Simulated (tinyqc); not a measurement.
Worked calculation: UHF in the sto-3g basis, for H2+, spin multiplicity 2. Computed by tinyqc, a small Python program that keeps every step (integrals from PySCF). Settings: charge = 1, multiplicity = 2, basis = sto-3g, energy threshold = 1e-08, iteration cap = 83, orthogonalisation = canonical, start = random, DIIS depth = 3, DIIS from iteration = 2, method = UHF. Command: `OMP_NUM_THREADS=1 python tinyqc.py 28668 28669 out.jsonl` (the two numbers bound the seeds that draw the settings). One thread of a shared host (Intel(R) Xeon(R) Processor @ 2.60GHz), about 0.02 s of CPU time with the checks. Later iterations appear only in the table of the cycle.

## One-electron integrals

Geometry (angstrom):
```
atom         x         y         z
H     0.000000  0.000000  0.000000
H     0.000000  0.000000  0.897000
```

Basis sto-3g: exponents (1/bohr^2) and contraction coefficients of normalised primitives:
```
element  l (shell)  exponent  coefficient
H            s (1)  3.425251     0.154329
H            s (1)  0.623914     0.535328
H            s (1)  0.168855     0.444635
```

Overlap, kinetic and nuclear-attraction integrals over the contracted functions; the nuclear repulsion is the sum of Za Zb / Rab.

nuclear repulsion = 0.58994115 hartree

overlap S, order 1H 1s, 2H 1s:
$$\begin{pmatrix}
1.000000 & 0.559059 \\
0.559059 & 1.000000
\end{pmatrix}$$

kinetic energy T (hartree), order 1H 1s, 2H 1s:
$$\begin{pmatrix}
0.760032 & 0.154059 \\
0.154059 & 0.760032
\end{pmatrix}$$

nuclear attraction V (hartree), order 1H 1s, 2H 1s:
$$\begin{pmatrix}
-1.789394 & -0.939169 \\
-0.939169 & -1.789394
\end{pmatrix}$$

core Hamiltonian H = T + V (hartree), order 1H 1s, 2H 1s:
$$\begin{pmatrix}
-1.029363 & -0.785111 \\
-0.785111 & -1.029363
\end{pmatrix}$$

## Two-electron integrals

Functions are numbered as in S; the eight-fold symmetry (ij|kl) = (ji|kl) = (kl|ij) leaves the list below.

Two-electron integrals (ij|kl) in chemists' order, unique and non-zero (hartree):
```
(11|11) 0.774606   (21|11) 0.359444   (21|21) 0.205432   (22|11) 0.512839
(22|21) 0.359444   (22|22) 0.774606
```

## Orthogonalisation

S = U s U^T; canonical form X = U s^(-1/2), so that X^T S X = 1. Each column of U has its largest component positive (the first on a tie).

eigenvalues of S: [0.440941, 1.559059]

X, order 1H 1s, 2H 1s:
$$\begin{pmatrix}
1.064865 & 0.566309 \\
-1.064865 & 0.566309
\end{pmatrix}$$

## Starting guess

The start is random orthonormal orbitals; D(s) = C_occ C_occ^T for each spin.

D(alpha) at the start, order 1H 1s, 2H 1s:
$$\begin{pmatrix}
0.099420 & 0.248762 \\
0.248762 & 0.622434
\end{pmatrix}$$

D(beta) at the start, order 1H 1s, 2H 1s:
$$\begin{pmatrix}
0.000000 & 0.000000 \\
0.000000 & 0.000000
\end{pmatrix}$$

## Iteration 1: building the Fock matrix

J_ij = sum D_kl (ij|kl) with D = D(alpha) + D(beta), K_ij = sum D_kl (ik|jl) for each spin; F = H + J - K(s); E = tr D H + tr D J / 2 - 0.5 sum_s tr D(s) K(s) + E_nn.

Coulomb J (hartree), order 1H 1s, 2H 1s:
$$\begin{pmatrix}
0.575052 & 0.361674 \\
0.361674 & 0.711960
\end{pmatrix}$$

exchange K(alpha) (hartree), order 1H 1s, 2H 1s:
$$\begin{pmatrix}
0.383711 & 0.438145 \\
0.438145 & 0.681398
\end{pmatrix}$$

exchange K(beta) (hartree), order 1H 1s, 2H 1s:
$$\begin{pmatrix}
0.000000 & 0.000000 \\
0.000000 & 0.000000
\end{pmatrix}$$

F(alpha) (hartree), order 1H 1s, 2H 1s:
$$\begin{pmatrix}
-0.838022 & -0.861582 \\
-0.861582 & -0.998800
\end{pmatrix}$$

F(beta) (hartree), order 1H 1s, 2H 1s:
$$\begin{pmatrix}
-0.454310 & -0.423437 \\
-0.423437 & -0.317403
\end{pmatrix}$$

total energy of this density = -0.54372055 hartree

## Iteration 1: diagonalisation and new density

Diagonalise F' = X^T F X, C = X C', fill 1 alpha and 0 beta electrons from the bottom; D(s) = C_occ C_occ^T. Each column has its largest component positive (the first on a tie).

F' = X^T F X (alpha) (hartree):
$$\begin{pmatrix}
-0.128882 & 0.096956 \\
0.096956 & -1.141710
\end{pmatrix}$$

orbital energies (alpha) (hartree): MO1 -1.150908, MO2 -0.119684

coefficients C (alpha), order 1H 1s, 2H 1s:
$$\begin{pmatrix}
0.463209 & 1.113590 \\
0.664347 & -1.006622
\end{pmatrix}$$

F' = X^T F X (beta) (hartree):
$$\begin{pmatrix}
0.085228 & -0.082561 \\
-0.082561 & -0.519091
\end{pmatrix}$$

orbital energies (beta) (hartree): MO1 -0.530167, MO2 0.096304

coefficients C (beta), order 1H 1s, 2H 1s:
$$\begin{pmatrix}
0.702874 & -0.980108 \\
0.419687 & 1.130711
\end{pmatrix}$$

D(alpha) after iteration 1, order 1H 1s, 2H 1s:
$$\begin{pmatrix}
0.214563 & 0.307732 \\
0.307732 & 0.441357
\end{pmatrix}$$

D(beta) after iteration 1, order 1H 1s, 2H 1s:
$$\begin{pmatrix}
0.000000 & 0.000000 \\
0.000000 & 0.000000
\end{pmatrix}$$

## Iteration 2: building the Fock matrix

As before.

Coulomb J (hartree), order 1H 1s, 2H 1s:
$$\begin{pmatrix}
0.613771 & 0.362202 \\
0.362202 & 0.673138
\end{pmatrix}$$

exchange K(alpha) (hartree), order 1H 1s, 2H 1s:
$$\begin{pmatrix}
0.478095 & 0.456801 \\
0.456801 & 0.607180
\end{pmatrix}$$

exchange K(beta) (hartree), order 1H 1s, 2H 1s:
$$\begin{pmatrix}
0.000000 & 0.000000 \\
0.000000 & 0.000000
\end{pmatrix}$$

F(alpha) (hartree), order 1H 1s, 2H 1s:
$$\begin{pmatrix}
-0.893686 & -0.879709 \\
-0.879709 & -0.963404
\end{pmatrix}$$

F(beta) (hartree), order 1H 1s, 2H 1s:
$$\begin{pmatrix}
-0.415591 & -0.422908 \\
-0.422908 & -0.356224
\end{pmatrix}$$

total energy of this density = -0.56844485 hartree

## Iteration 2: diagonalisation and new density

As before.

F' = X^T F X (alpha) (hartree):
$$\begin{pmatrix}
-0.110754 & 0.042043 \\
0.042043 & -1.159837
\end{pmatrix}$$

orbital energies (alpha) (hartree): MO1 -1.161520, MO2 -0.109072

coefficients C (alpha), order 1H 1s, 2H 1s:
$$\begin{pmatrix}
0.523284 & 1.086655 \\
0.608430 & -1.041373
\end{pmatrix}$$

F' = X^T F X (beta) (hartree):
$$\begin{pmatrix}
0.083913 & -0.035801 \\
-0.035801 & -0.518785
\end{pmatrix}$$

orbital energies (beta) (hartree): MO1 -0.520904, MO2 0.086032

coefficients C (beta), order 1H 1s, 2H 1s:
$$\begin{pmatrix}
0.628242 & -1.029542 \\
0.502397 & 1.096468
\end{pmatrix}$$

D(alpha) after iteration 2, order 1H 1s, 2H 1s:
$$\begin{pmatrix}
0.273826 & 0.318381 \\
0.318381 & 0.370187
\end{pmatrix}$$

D(beta) after iteration 2, order 1H 1s, 2H 1s:
$$\begin{pmatrix}
0.000000 & 0.000000 \\
0.000000 & 0.000000
\end{pmatrix}$$

## Iteration 3: building the Fock matrix

As before.

Coulomb J (hartree), order 1H 1s, 2H 1s:
$$\begin{pmatrix}
0.630834 & 0.362298 \\
0.362298 & 0.656058
\end{pmatrix}$$

exchange K(alpha) (hartree), order 1H 1s, 2H 1s:
$$\begin{pmatrix}
0.517036 & 0.460170 \\
0.460170 & 0.571882
\end{pmatrix}$$

exchange K(beta) (hartree), order 1H 1s, 2H 1s:
$$\begin{pmatrix}
0.000000 & 0.000000 \\
0.000000 & 0.000000
\end{pmatrix}$$

F(alpha) (hartree), order 1H 1s, 2H 1s:
$$\begin{pmatrix}
-0.915565 & -0.882983 \\
-0.882983 & -0.945187
\end{pmatrix}$$

F(beta) (hartree), order 1H 1s, 2H 1s:
$$\begin{pmatrix}
-0.398529 & -0.422813 \\
-0.422813 & -0.373305
\end{pmatrix}$$

total energy of this density = -0.57290989 hartree

## Iteration 3: DIIS over 2 matrices

error matrix X^T (FDS - SDF) X (alpha):
$$\begin{pmatrix}
0.000000 & -0.024364 \\
0.024364 & 0.000000
\end{pmatrix}$$

B (overlaps of the stored error matrices):
$$\begin{pmatrix}
6.5763004e-03 & 2.7941642e-03 \\
2.7941642e-03 & 1.1871954e-03
\end{pmatrix}$$

Minimise |sum c_i e_i|^2 with sum c_i = 1: solve [B -1; -1 0][c; lambda] = [0; -1] with B_ij = tr e_i^T e_j summed over both spins, and take F = sum c_i F_i.

DIIS coefficients: [-0.738779, 1.738779]

extrapolated F(alpha) (hartree), order 1H 1s, 2H 1s:
$$\begin{pmatrix}
-0.931728 & -0.885402 \\
-0.885402 & -0.931728
\end{pmatrix}$$

extrapolated F(beta) (hartree), order 1H 1s, 2H 1s:
$$\begin{pmatrix}
-0.385924 & -0.422742 \\
-0.422742 & -0.385924
\end{pmatrix}$$

## Iteration 3: diagonalisation and new density

As before.

F' = X^T F X (alpha) (hartree):
$$\begin{pmatrix}
-0.105062 & 0.000000 \\
0.000000 & -1.165530
\end{pmatrix}$$

orbital energies (alpha) (hartree): MO1 -1.165530, MO2 -0.105062

coefficients C (alpha), order 1H 1s, 2H 1s:
$$\begin{pmatrix}
0.566309 & 1.064865 \\
0.566309 & -1.064865
\end{pmatrix}$$

F' = X^T F X (beta) (hartree):
$$\begin{pmatrix}
0.083500 & 0.000000 \\
0.000000 & -0.518689
\end{pmatrix}$$

orbital energies (beta) (hartree): MO1 -0.518689, MO2 0.083500

coefficients C (beta), order 1H 1s, 2H 1s:
$$\begin{pmatrix}
0.566309 & 1.064865 \\
0.566309 & -1.064865
\end{pmatrix}$$

D(alpha) after iteration 3, order 1H 1s, 2H 1s:
$$\begin{pmatrix}
0.320706 & 0.320706 \\
0.320706 & 0.320706
\end{pmatrix}$$

D(beta) after iteration 3, order 1H 1s, 2H 1s:
$$\begin{pmatrix}
0.000000 & 0.000000 \\
0.000000 & 0.000000
\end{pmatrix}$$

## Iteration 5 (converged): orbitals

converged F(alpha) (hartree), order 1H 1s, 2H 1s:
$$\begin{pmatrix}
-0.930775 & -0.883698 \\
-0.883698 & -0.930775
\end{pmatrix}$$

converged F(beta) (hartree), order 1H 1s, 2H 1s:
$$\begin{pmatrix}
-0.385919 & -0.422792 \\
-0.422792 & -0.385919
\end{pmatrix}$$

As before.

F' = X^T F X (alpha) (hartree):
$$\begin{pmatrix}
-0.106766 & 0.000000 \\
0.000000 & -1.163826
\end{pmatrix}$$

orbital energies (alpha) (hartree): MO1 -1.163826, MO2 -0.106766

coefficients C (alpha), order 1H 1s, 2H 1s:
$$\begin{pmatrix}
0.566309 & 1.064865 \\
0.566309 & -1.064865
\end{pmatrix}$$

F' = X^T F X (beta) (hartree):
$$\begin{pmatrix}
0.083624 & 0.000000 \\
0.000000 & -0.518717
\end{pmatrix}$$

orbital energies (beta) (hartree): MO1 -0.518717, MO2 0.083624

coefficients C (beta), order 1H 1s, 2H 1s:
$$\begin{pmatrix}
0.566309 & 1.064865 \\
0.566309 & -1.064865
\end{pmatrix}$$

D(alpha) after iteration 5, order 1H 1s, 2H 1s:
$$\begin{pmatrix}
0.320706 & 0.320706 \\
0.320706 & 0.320706
\end{pmatrix}$$

D(beta) after iteration 5, order 1H 1s, 2H 1s:
$$\begin{pmatrix}
0.000000 & 0.000000 \\
0.000000 & 0.000000
\end{pmatrix}$$

## Convergence

Stop when the energy changes by less than 1e-08 hartree and every element of the error matrix X^T (F D S - S D F) X (for each spin) is below 3e-05.

Course of the cycle:
```
iteration  E (hartree)     change  largest element of the error matrix
1          -0.54372055          -                             1.32e-01
2          -0.56844485  -2.47e-02                             5.73e-02
3          -0.57290989  -4.47e-03                             2.44e-02
4          -0.57388473  -9.75e-04                             1.34e-16
5          -0.57388473   4.44e-16                             2.01e-16
```

PySCF UHF in the same basis, after a stability check = -0.57388473 hartree

Converged in 5 iterations.

## Populations, bond orders and dipole

Mulliken: Z minus the diagonal of D S on the atom; Loewdin: the same with S^(1/2) D S^(1/2); Mayer order: 2 sum_s sum (D(s) S)_ij (D(s) S)_ji over the two atoms.

Charges (e):
```
atom  Mulliken   Loewdin  Mulliken spin
1H    0.500000  0.500000       0.500000
2H    0.500000  0.500000       0.500000
```

Mayer bond orders:
```
pair     order
2-1   0.500000
```

dipole moment about the origin, x y z (debye): [0.000000, 0.000000, 2.154237]

<S^2> of the determinant (pure state: 0.75) = 0.750000
